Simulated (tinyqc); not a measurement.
# Charge centroid from charge and shift

Problem. A sheet of N electrons in the storage layer of a charge-trap cell shifts the threshold by U = (q/eps0) N (tb/eb + xc tn/en). Find xc and the distance xc tn from the blocking layer.

Parameters, values chosen for the exercise:

| symbol | value | unit | meaning |
|---|---|---|---|
| tn | 5.8 | nm | storage layer |
| en | 7.1 |  | its relative permittivity |
| tb | 12.2 | nm | blocking layer |
| eb | 9 |  | its relative permittivity |

Constants: q = 1.602176634e-19 C, eps0 = 8.8541878128e-14 F/cm where lengths are in cm. Results are converted to the units shown.

N = 1e13 cm^-2
U = 3.1919919 V

Solution. U eps0/(q N) is the electrical distance from the gate; subtract that of the blocking layer.

xc = 0.500
distance = 2.90 nm

tinyqc, about 0.05 s, one thread, Intel Xeon 2.30GHz (shared host): `OMP_NUM_THREADS=1 python tinyqc.py 2130114 2130115 out.jsonl`
